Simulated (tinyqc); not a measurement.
Worked calculation: RHF in the 3-21g basis, for H3+, spin multiplicity 1. One step of it, computed by the program tinyqc.

Task: Orthogonalisation. S = U s U^T; symmetric (Loewdin) form X = U s^(-1/2) U^T, so that X^T S X = 1.

overlap S, lower triangle:
```
          1H 1s     1H 2s     2H 1s     2H 2s     3H 1s     3H 2s
1H 1s  1.000000
1H 2s  0.645899  1.000000
2H 1s  0.036319  0.204708  1.000000
2H 2s  0.204708  0.498435  0.645899  1.000000
3H 1s  0.036216  0.204496  0.036294  0.204657  1.000000
3H 2s  0.204496  0.498123  0.204657  0.498361  0.645899  1.000000
```

Give: eigenvalues of S; X.

Result:

eigenvalues of S: 0.2346  0.2347  0.3827  1.2306  1.2310  2.6864

X, lower triangle:
```
         1H 1s    1H 2s    2H 1s    2H 2s    3H 1s   3H 2s
1H 1s   1.2472
1H 2s  -0.4971   1.4722
2H 1s   0.0340   0.0181   1.2472
2H 2s   0.0181  -0.2805  -0.4971   1.4724
3H 1s   0.0339   0.0181   0.0340   0.0181   1.2472
3H 2s   0.0181  -0.2802   0.0181  -0.2805  -0.4971  1.4722
```
